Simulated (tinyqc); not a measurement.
Solid solubility of a dopant against its melt (retrograde solidus), clustering and the electrically active fraction: one step, computed by the program tinyqc.

Task: Active fraction after the anneal. A highly soluble donor (another dopant than that of the solidus) is limited by clustering. Donors N_a are active, and clusters hold m atoms each: N_t = N_a + m C, m C = N* (N_a/N*)^m (n/N*)^m, each atom taking one electron, n = N_a/2 + sqrt(N_a^2/4 + n_i^2), n_i = prefactor x T^1.5 exp(-E_i/(k_B T)), with N*(T) = N*(1273 K) exp[-(E_b/k_B)(1/T - 1/1273)]. Resistivity = 1/(e mu N_a).

Inputs (values chosen for the exercise, of the order of those of antimony in silicon for the solubility): total dopant density N_t = 1.6e+20 1/cm^3; atoms per cluster m = 2; cluster scale N* at 1273 K = 1.8e+20 1/cm^3; activation energy E_b of the cluster scale = 0.47 eV; anneal temperature T_a = 975 K; prefactor of n_i = 3.84e+16 1/(cm^3 K^1.5); energy E_i in n_i = 0.606 eV; mobility mu = 70 cm^2/(V s).

Clustering: clusters that take up free electrons.

Constants: k_B = 8.617333262e-05 eV/K; e = 1.602176634e-19 C.

Give: N*(T_a); active density N_a; active fraction; resistivity.

Result:

N*(T_a) = 4.859e+19 1/cm^3

active density N_a = 5.842e+19 1/cm^3

active fraction = 0.3651

resistivity = 1.526 milliohm cm

Doubling the dose would raise N_a by only 25 %. Caution: this clustering law is a generic form; degeneracy and a doping-dependent mobility are left out.
